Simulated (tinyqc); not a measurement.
# Worked calculation: bandgap voltage reference from two bipolar transistors

Numbers from tinyqc (`OMP_NUM_THREADS=1 python tinyqc.py 2062009 2062010 out.jsonl`; about 0.03 s on one thread of a shared Intel Xeon 2.30GHz). Printed values are rounded.

Two transistors of area 1 and N carry the same current I. Is(T) = Is (T/T0)^eta exp[(Vg0 q/kB)(1/T0 - 1/T)], VBE1 = Vt ln(I/Is(T)) + I rb, VBE2 = Vt ln(I/(N Is(T))) + I rb/N. The amplifier forces I R1(T) = VBE1 - VBE2 + Vos, with R(T) = R (1 + tc (T - T0)) for both resistors, and the output is Vref = VBE1 + I R2(T). Base currents and the Early effect are neglected.

Values chosen for this exercise; values of the order met in silicon bipolar transistors:
```
symbol,value,unit,meaning
T0,300,K,reference temperature
Vg0,1.153,V,band-gap voltage extrapolated to 0 K
eta,3.1,,temperature exponent of the saturation current
Is,4.1e-18,A,saturation current of the unit transistor at T0
N,24,,area ratio of the second transistor
R1,10,kohm,"resistor across which the difference of VBE falls, at T0"
tc,0,ppm/K,temperature coefficient of both resistors
Vos,0,mV,offset of the amplifier
rb,15,ohm,series resistance of the unit transistor
R2,59.44,kohm,output resistor at T0
T,333,K,temperature
```

Constants: q = 1.602176634e-19 C, kB = 1.380649e-23 J/K. Results are converted to the units shown.

## Operating point at the reference temperature

Vt = kB T/q; I = (Vt ln N + Vos)/(R1(T) - rb (1 - 1/N)). Evaluate at T = T0.

Vt = 0.02585200 V
I = 8.227732 uA
Is(T) = 4.1e-18 A
VBE1 = 0.7324471 V
I R2 = 0.4890564 V
Vref = 1.221503 V

## Operating point at another temperature

Vt = kB T/q; I = (Vt ln N + Vos)/(R1(T) - rb (1 - 1/N)).

Vt = 0.02869572 V
I = 9.132783 uA
Is(T) = 4.707494e-16 A
VBE1 = 0.6798974 V
I R2 = 0.5428526 V
Vref = 1.222750 V

From T0 to T, VBE1 changes by -52.5 mV and I R2 by 53.8 mV, which leaves 1.25 mV in Vref.

## Resistor for zero slope at T0, ideal case

With tc = 0, Vos = 0 and rb = 0 the current is proportional to T, dVBE/dT = (VBE - Vg0 - (eta - 1) Vt)/T, and Vref has zero slope at T0 when Vref = Vg0 + (eta - 1) Vt0. Find VBE1, its slope, that Vref, R2/R1 and the curvature d2Vref/dT2 = -(eta - 1) kB/(q T0).

VBE1 = 0.7322865 V
dVBE/dT = -1.583342 mV/K
Vref = 1.207289 V
R2/R1 = 5.781502
curvature = -0.6032133 uV/K^2
